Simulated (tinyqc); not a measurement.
Hubbard ring of 3 sites, step by step. One step of it, computed by the program tinyqc.

Problem. The many-body Hamiltonian. Basis: all placements (u, d, 2, 0 on each site), up operators ordered before down ones; hops carry the sign of the same-spin electrons passed.

one-body matrix (hopping and site energies) (eV), lower triangle:
```
           1          2         3
1   0.000000
2  -1.890000   0.000000
3  -1.890000  -1.890000  0.000000
```

U = 1.500000 eV

electrons, up and down: 2  1

Give: H.

Solution.

H (eV), lower triangle:
```
         2u0      u20      uud      20u      udu      u02      duu      02u
2u0   1.5000
u20  -1.8900   1.5000
uud  -1.8900  -1.8900   0.0000
20u  -1.8900   0.0000   0.0000   1.5000
udu   0.0000  -1.8900   0.0000  -1.8900   0.0000
u02   0.0000   0.0000  -1.8900  -1.8900  -1.8900   1.5000
duu   1.8900   0.0000   0.0000  -1.8900   0.0000   0.0000   0.0000
02u   0.0000   1.8900   0.0000   0.0000  -1.8900   0.0000  -1.8900   1.5000
0u2   0.0000   0.0000   1.8900   0.0000   0.0000  -1.8900  -1.8900  -1.8900

        0u2
0u2  1.5000
```
